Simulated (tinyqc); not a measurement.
Inside a calculation. Method: Hubbard ring of 4 sites. One step of it, computed by the program tinyqc.

Task: Mean-field iteration 1. H(up) = T + U n(down), H(down) = T + U n(up); fill the lowest levels; n(new) = n + mixing (n(out) - n); E = tr T (rho up + rho down) + U sum n_up n_down of the output.

one-body matrix (hopping and site energies) (eV), lower triangle:
```
           1          2          3         4
1   0.000000
2  -0.890000   0.000000
3   0.000000  -0.890000   0.000000
4  -0.890000   0.000000  -0.890000  0.000000
```

U = 1.900000 eV

electrons, up and down: 2  2

mixing = 1

n(up) at the start (a guess, not normalised): 1 0.800000, 2 0.200000, 3 0.800000, 4 0.200000

n(down) at the start (a guess): 1 0.200000, 2 0.800000, 3 0.200000, 4 0.800000

Give: levels, up; levels, down; energy; n(up) after iteration 1; n(down) after iteration 1.

Result:

levels, up (eV): -0.919  0.380  1.520  2.819

levels, down (eV): -0.919  0.380  1.520  2.819

energy = -2.299 eV

n(up) after iteration 1: 1 0.826, 2 0.174, 3 0.826, 4 0.174

n(down) after iteration 1: 1 0.174, 2 0.826, 3 0.174, 4 0.826
